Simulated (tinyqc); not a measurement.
Deep-level transient spectroscopy: one step of the calculation.

Schottky contact on an n-type layer with shallow donors Nd (all ionised) and a donor-like deep trap, neutral when filled and positive when empty; depletion approximation. Traps within lam of the depletion edge stay filled. A long pulse to Vp fills the traps beyond x1 = Wp - lam; back at Vr those between x1 and x2 = Wr - lam emit. A rate window reads S = C(t2) - C(t1).

Task. The transient. W(t)^2 = Wr^2 + (Nt/Nd)(x2^2 - x1^2) exp(-en t), C = eps0 eps_r/W; for small Nt, dC/C = -(Nt/2 Nd) G exp(-en t) with G = (x2^2 - x1^2)/Wr^2. S = C(t2) - C(t1).

Values chosen for this exercise; material values close to those of silicon: relative permittivity eps_r = 11.7; shallow donor density Nd = 2.7e15 cm^-3; trap density Nt = 3.5e13 cm^-3; first sampling time t1 = 0.5 ms; second sampling time t2 = 2.5 ms.

Constants: eps0 = 8.8541878128e-14 F/cm where lengths are in cm. Results are converted to the units shown.

t, sample 0 to 6 (ms): [0, 0.25, 0.5, 1.5, 2.5, 5, 12.5]
en = 1428.2979 1/s
Wr = 1685.3025 nm
G = (x2^2 - x1^2)/Wr^2 = 0.57623576

Wanted: C; C - C(final); S.

Result.

```
sample  C (nF/cm^2)  C - C(final) (pF/cm^2)
0            6.1241                 -22.830
1            6.1309                 -16.001
2            6.1357                 -11.210
3            6.1442                  -2.693
4            6.1463                  -0.646
5            6.1469                  -0.018
6            6.1469                   0.000
```

S = 10.564 pF/cm^2

Program tinyqc, `OMP_NUM_THREADS=1 python tinyqc.py 2050028 2050029 out.jsonl`; Intel Xeon 2.30GHz, shared host, one thread, about 0.01 s.
